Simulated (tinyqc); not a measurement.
Junction field-effect transistor with two gates, gradual channel with velocity saturation: two steps of the calculation.

A uniformly doped n-type channel, depleted from both sides by p+ gates; at channel potential V the depleted share of a is u = sqrt((Vbi - Vg + V)/Vp), s at the source. Electrons drift with v = mu E/(1 + mu E/vsat). Abrupt depletion edge, no series resistance, source at 0.

Parameters, values chosen for the exercise; material values close to those of gallium arsenide:
```
symbol    value        unit                                     meaning
T           273           K                                 temperature
eps_r      12.8              relative permittivity of the semiconductor
Nc      3.77e17       cm^-3      conduction-band density of states at T
Eg         1.39          eV                                    band gap
Nv       7.8e18       cm^-3         valence-band density of states at T
Nd       3.9e16       cm^-3                donor density of the channel
a           250          nm                  half the channel thickness
mu         4600  cm^2/(V s)           low-field mobility at this doping
vsat      8.3e6        cm/s                         saturation velocity
L             1          um                                 gate length
W           100          um                                  gate width
Na         1e18       cm^-3               acceptor density of the gates
Vg            0           V                                gate voltage
```

Constants: q = 1.602176634e-19 C, kB = 1.380649e-23 J/K, Vt = kB T/q, eps0 = 8.8541878128e-14 F/cm where lengths are in cm. Results are converted to the units shown.

Task 1. Built-in and pinch-off voltages. ni = sqrt(Nc Nv) exp(-Eg/(2 Vt)), Eg in volts; Vbi = Vt ln(Na Nd/ni^2); Vp = q Nd a^2/(2 eps0 eps_r); G0 = 2 q mu Nd a W/L; Z = mu Vp/(vsat L); s = sqrt((Vbi - Vg)/Vp). VT = Vbi - Vp.

Find: Vbi; Vp; VT; G0; Z; s.

Result 1.

Vbi = 1.288 V
Vp = 1.723 V
VT = -0.4346 V
G0 = 143.7 mS
Z = 9.549
s = 0.8647

Z = 9.55: velocity saturation dominates.

Task 2. The saturation point by Newton steps. a is the channel (half-)thickness, Vp its pinch-off voltage and Z = mu Vp/(vsat L); an iterate with u > 1 is an overshoot, not a physical state. f = (1 - u)(1 + Z (u^2 - s^2)) - Z F/3, F = 3 (u^2 - s^2) - 2 (u^3 - s^3); f' = -(1 + Z (u^2 - s^2)); u(new) = u - f/f'.

u at the start = 0.865
Z = 9.5487399
s = 0.86472121

Find: f; f'; u after iteration 1.

Result 2.

f = 0.13500
f' = -1.0046
u after iteration 1 = 0.99938

Program tinyqc, `OMP_NUM_THREADS=1 python tinyqc.py 2500031 2500032 out.jsonl`; Intel Xeon 2.30GHz, shared host, one thread, about 0.06 s.
